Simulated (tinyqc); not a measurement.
Free-carrier absorption and index change in the near infrared: free-carrier optics of a doped semiconductor (Drude model with one polar phonon).

eps(E) = ei [1 - Ep^2/(E^2 + i E Gam)] + (es - ei) wT^2/(wT^2 - E^2 - i E gT), with Ep^2 = 8 pi c (e^2/(4 pi eps0)) N/(m ei), c = hbar^2/2m0, N in 1/angstrom^3 (1e-24 per 1/cm^3); Gam = hbar/tau, tau = mu m m0/e with m0/e = 5.685630e-12 kg/C and mu in m^2/(V s). Energies in meV.

n + i k = sqrt(eps1 + i eps2) with k >= 0; R = ((n - 1)^2 + k^2)/((n + 1)^2 + k^2) at normal incidence from vacuum; alpha = 2 E k/(hbar c), times 1e8 for 1/cm; loss function Im(-1/eps) = eps2/(eps1^2 + eps2^2).

Constants: hbar^2/2m0 = 3.80998211 eV angstrom^2; e^2/(4 pi eps0) = 14.39964547 eV angstrom; hbar = 6.58211957e-16 eV s; hbar c = 1973.269805 eV angstrom.

Inputs chosen for the exercise (mass and dielectric values near those of SiC; N and mu are free inputs; interband absorption and the rise of the mass with filling are left out; the results hold for these values, not for the real material):
- N = 4.6e+17 1/cm^3 (carrier density)
- m = 0.423 m0 (conductivity mass)
- mu = 50 cm^2/(V s) (mobility)
- ei = 6.32 (high-frequency dielectric constant)

At the wavelengths listed E = hc/lambda (hc = 1239.841984 eV nm). Approximate forms: alpha = ei Ep^2 Gam/(E^2 sqrt(ei) hbar c) and dn = -sqrt(ei) Ep^2/(2 E^2). The phonon term is left out here.

Free carriers:
```
lambda (micrometre)  E (meV)  alpha (1/cm)  alpha, approximate         dn  dn, approximate
1.31                   946.4          1.84                1.85  -0.000332        -0.000333
1.55                   799.9          2.57                2.59  -0.000464        -0.000466
2.00                   619.9          4.27                4.31  -0.000770        -0.000776
3.00                   413.3          9.53                9.69   -0.00172         -0.00175
5.00                   248.0          25.7                26.9   -0.00463         -0.00485
8.00                   155.0          61.5                68.9    -0.0111          -0.0124
10.60                  117.0          99.9                 121    -0.0179          -0.0218
```

How do the results move, and what explains it?

At 1.55 micrometre alpha = 2.57 1/cm and dn = -0.000464; a phase shift of pi needs a length lambda/(2 |dn|) = 1.67e+03 micrometre, over which the loss is 1.87 dB. The approximate alpha is within 5 % up to 5 micrometre of the wavelengths listed; it needs photon energies well above both Ep and Gam, which lie at 80.5 and 22.7 micrometre. Interband and intervalley absorption are left out.

Computed by tinyqc, a small Python program: `OMP_NUM_THREADS=1 python tinyqc.py 1651912 1651913 out.jsonl` (the numbers bound the seed that draws the inputs); one thread of a shared host (Intel(R) Xeon(R) Processor @ 2.30GHz), about 0.01 s for the whole set of steps.
